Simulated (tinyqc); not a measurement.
Thermoelectric coefficients with energy filtering, Landauer integrals: one step of the calculation.

Bulk parabolic band, x = (E - Ec)/kB T, C = hbar^2/(2 m0), kB T in eV. Modes per area gv m kB T x/(4 pi C) times the back-scattering length l0 x^rr give the transport function s0 X(x), s0 = (2 q^2/h) gv m kB T l0/(4 pi C), X = x^(1 + rr), multiplied by tb for x < xb. I_k = int X (x - eta)^k w dx, w = 1/(4 cosh^2((x - eta)/2)).

Problem. Power factor and figure of merit. Power factor S^2 sigma, ZT = S^2 sigma T/(kappa_e + kL).

Inputs (values chosen for the exercise): temperature T = 400 K; lattice thermal conductivity kL = 9 W/(m K).

sigma = 1251.3142 S/cm
S = -168.69746 uV/K
kappa_e = 1.2085775 W/(m K)

Give: power factor; ZT; electronic share of kappa.

Solution.

power factor = 3.561 mW/(m K^2)
ZT = 0.1395
electronic share of kappa = 11.84 %

Range of the model: Parabolic bands, elastic scattering and a fixed kL make these model figures, not those of a material.

Numbers from tinyqc (`OMP_NUM_THREADS=1 python tinyqc.py 2800032 2800033 out.jsonl`; about 0.02 s on one thread of a shared Intel Xeon 2.30GHz).
